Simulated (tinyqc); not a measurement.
Finite line against the semi-infinite law: electromigration in a confined line: Blech product, Korhonen stress evolution and Black's law. Computed by tinyqc, a small Python program. Command: `OMP_NUM_THREADS=1 python tinyqc.py 3023326 3023327 out.jsonl emigr walk`. One thread of a shared host (Intel(R) Xeon(R) Processor @ 2.30GHz), about 0.02 s of CPU time with the checks.

The electron wind pushes atoms from the cathode (x = 0) to the anode (x = L); blocking ends build a back stress (tension positive). The input rho is taken not to change with temperature. d sigma/dt = d/dx [kappa (d sigma/dx + G)], with zero flux at both ends and sigma = sigma_0 at t = 0.

Inputs (values chosen for the exercise, close to those used for copper lines):
```
quantity,value,unit
resistivity rho,3.59,micro-ohm cm
atomic volume Omega,11.8,angstrom^3
effective charge number Z*,1.3,-
prefactor D0,2.4e-08,m^2/s
activation energy E,0.87,eV
effective modulus B,21,GPa
critical stress sigma_c,87,MPa
initial stress sigma_0,16,MPa
current density j,1.1,MA/cm^2
line length L,78,um
test temperature T,220,C
```

Start: thermal stress.

Constants: e = 1.602176634e-19 C; k_B = 8.617333262e-05 eV/K; k_B = 1.380649e-23 J/K.

Method:
- G = Z* e rho j/Omega; D = D0 exp(-E/(k_B T)); kappa = D B Omega/(k_B T); drift velocity of an unconfined line v = D Z* e rho j/(k_B T). SI: 1 micro-ohm cm = 1e-8 ohm m, 1 MA/cm^2 = 1e10 A/m^2.
- Temperatures in kelvin are T(C) + 273.15.
- At steady state sigma(x) = sigma_0 + G (L/2 - x). A void forms only if the cathode stress reaches sigma_c, that is if j L exceeds (j L)_c = 2 Omega (sigma_c - sigma_0)/(Z* e rho). Time scale tau = L^2/kappa.
- sigma(x, t) = sigma_0 + G L [1/2 - x/L - 4 sum_(m odd) cos(m pi x/L) exp(-m^2 pi^2 s)/(m pi)^2], s = t/tau, summed to m = 399.
- Semi-infinite line: sigma(0, t) = sigma_0 + 2 G L sqrt(s/pi). One-term form: keep m = 1 alone.

tau = 1505.42 h

stress gradient G = 6.97042 MPa/um

Cathode stress (MPa):
```
s,t (h),full series,semi-infinite,one term
0.002,3.0108e+00,43.44,43.44,71.80
0.005,7.5271e+00,59.38,59.38,78.11
0.01,1.5054e+01,77.35,77.35,88.20
0.02,3.0108e+01,102.76,102.76,106.97
0.05,7.5271e+01,153.03,153.18,153.32
0.1,1.5054e+02,205.72,210.00,205.72
0.2,3.0108e+02,257.24,290.36,257.24
0.4,6.0217e+02,283.59,404.01,283.59
0.8,1.2043e+03,287.76,564.72,287.76
```

What follows from these numbers?

Among these rows the semi-infinite law holds to 1 % up to s = 0.05 and the one-term form from s = 0.05 on: the far end is felt once sqrt(kappa t) is no longer small against L, and by then the terms with m > 1 have nearly died out. The critical stress 87 MPa is passed between s = 0.01 and 0.02. Caution: rows beyond sigma_c are formal, since a void ends the model there.
